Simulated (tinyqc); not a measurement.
Resonant-tunnelling diode, transfer matrices and Tsu-Esaki current: two steps of the calculation.

Emitter (band edge 0), barrier d1, well Lw, barrier d2, collector (edge -V). The bias drops linearly over these layers and none in the contacts; each layer is cut into ns equal slices, flat at the value of their centres. E is the energy of motion across the layers, C = hbar^2/(2 m0), psi and psi'/m are continuous. Transport is coherent, T(E) is taken as independent of the transverse momentum, and charge in the well is ignored.

Values chosen for this exercise; masses and offsets close to those of InGaAs wells and InAlAs barriers:
- mw = 0.042 m0 (mass in the well, spacer and contacts)
- U1 = 0.51 eV (barrier height)
- m1 = 0.077 m0 (barrier mass)
- d1 = 2.7 nm (emitter barrier)
- Lw = 5.5 nm (well width)
- d2 = 2.7 nm (collector barrier)
- ns = 4 (slices in each layer)
- V = 0.13 V (bias of the collector)
- E = 0.04246 eV (trial energy)

Constants: q = 1.602176634e-19 C, hbar = 1.054571817e-34 J s, m0 = 9.1093837015e-31 kg, hbar^2/(2 m0) = 0.0380998212 eV nm^2. Results are converted to the units shown.

Problem 1. Slices under bias. U = edge of the layer - V x/Lt at the centre x of each slice, Lt the summed thickness.

Give: U; m; width.

Solution 1.

```
slice   U (eV)  m (m0)  width (nm)
0       0.5060   0.077      0.6750
1       0.4979   0.077      0.6750
2       0.4899   0.077      0.6750
3       0.4818   0.077      0.6750
4      -0.0404   0.042       1.375
5      -0.0568   0.042       1.375
6      -0.0732   0.042       1.375
7      -0.0896   0.042       1.375
8       0.4082   0.077      0.6750
9       0.4001   0.077      0.6750
10      0.3921   0.077      0.6750
11      0.3840   0.077      0.6750
```

Problem 2. Running product of the slice matrices at the trial energy. For the pair (psi, psi'/m) a flat layer has M = [[cos kd, (m/k) sin kd], [-(k/m) sin kd, cos kd]] with k = sqrt(m (E - U)/C) above its edge U, and M = [[cosh Kd, (m/K) sinh Kd], [(K/m) sinh Kd, cosh Kd]] with K = sqrt(m (U - E)/C) below it. Later slices stand to the left. With M acting on (psi, psi'/m) and v = k/m in each lead, T(E) = 4 vL vR/[(vL vR M12 - M21)^2 + (vR M11 + vL M22)^2]. vL = sqrt(mw E/C)/mw, vR = sqrt(mw (E + V)/C)/mw.

```
slice       U (eV)  m (m0)  width (nm)
0       0.50597477   0.077       0.675
1       0.49792431   0.077       0.675
2       0.48987385   0.077       0.675
3       0.48182339   0.077       0.675
4      -0.04040138   0.042       1.375
5      -0.05680046   0.042       1.375
6      -0.07319954   0.042       1.375
7      -0.08959862   0.042       1.375
8       0.40817661   0.077       0.675
9       0.40012615   0.077       0.675
10      0.39207569   0.077       0.675
11      0.38402523   0.077       0.675
```

Wanted: Product after each layer; T(E).

Solution 2.

Product after each layer:
```
              M11  M12 (nm)  M21 (1/nm)     M22
barrier d1  6.696    0.5283       81.29   6.563
well        8.061    0.6532      -88.44  -7.043
barrier d2  1.327    0.1624      -3.547  0.3196
```

T(E) = 0.5520

Numbers from tinyqc (`OMP_NUM_THREADS=1 python tinyqc.py 2600131 2600132 out.jsonl`; about 0.3 s on one thread of a shared Intel Xeon 2.30GHz).
